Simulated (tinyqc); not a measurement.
Error from band bending against le.

In A the levels shift by pb (1 - z/W)^2 for z < W. The signal from depth z is weighted by exp(-z/le)/le, so the centroid shifts by pb [1 - 2/a + (2/a^2)(1 - exp(-a))], a = W/le, and the error of iA against its value at the interface is that less pb.

Values chosen for this exercise: band bending in A at the interface pb = 0.63 V; width of the bent region W = 10 nm.

Error from band bending against le:
```
le (nm)       a  centroid shift (eV)  error (meV)
0.5       20.00               0.5701       -59.85
1.9       5.263               0.4359       -194.1
3.4       2.941               0.3396       -290.4
4.8       2.083               0.2794       -350.6
6.2       1.613               0.2366       -393.4
7.7       1.299               0.2030       -427.0
9.1       1.099               0.1791       -450.9
10.6     0.9434               0.1590       -471.0
12       0.8333               0.1439       -486.1
```

The size of the error rises from 59.9 to 486 meV; for large a it is 2 |pb|/a. It is below 50 meV, a typical accuracy of the method, in 0 of the 9 rows. Heavily doped substrates and deep-probing photons need the correction.

tinyqc, about 0.01 s, one thread, Intel Xeon 2.30GHz (shared host): `OMP_NUM_THREADS=1 python tinyqc.py 2410112 2410113 out.jsonl`
